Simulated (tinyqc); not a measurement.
Orbital energy against energy difference: ionisation energy by orbital energies and by energy differences in the cc-pvdz basis, for BeH2, spin multiplicity 1. Computed by the program tinyqc with PySCF. 

Geometry (angstrom):
```
atom,x,y,z
Be,0.0000,0.0000,0.0000
H,0.0000,1.2440,0.1090
H,0.0000,-1.2440,0.1090
```

CCSD(T) difference in the same basis = 12.1833 eV

IP-EOM-CCSD = 12.2133 eV

The cation is unrestricted; errors are against CCSD(T) in this basis, not against experiment.

First vertical ionisation energy (eV):
```
method,-e(HOMO),E(cation) - E,error of -e(HOMO),error of the difference
HF,12.427,11.55353,0.243,-0.630
LDA,7.541,11.82798,-4.642,-0.355
PBE,7.558,11.85193,-4.625,-0.331
B3LYP,8.765,12.09926,-3.419,-0.084
PBE0,8.946,12.03090,-3.237,-0.152
CAM-B3LYP,10.463,12.19479,-1.721,0.012
LC-wPBE,11.924,12.33925,-0.259,0.156
```

Koopmans errs by +0.24 eV and Delta-HF by -0.63 eV: relaxation, 0.87 eV, lowers the value and the missing correlation difference works against it. The PBE level is off by -4.6 eV through the wrong tail of its potential, though its energy difference is off by -0.33 eV; exact exchange deepens the level, and among the orbital energies HF comes closest; among the differences CAM-B3LYP does.
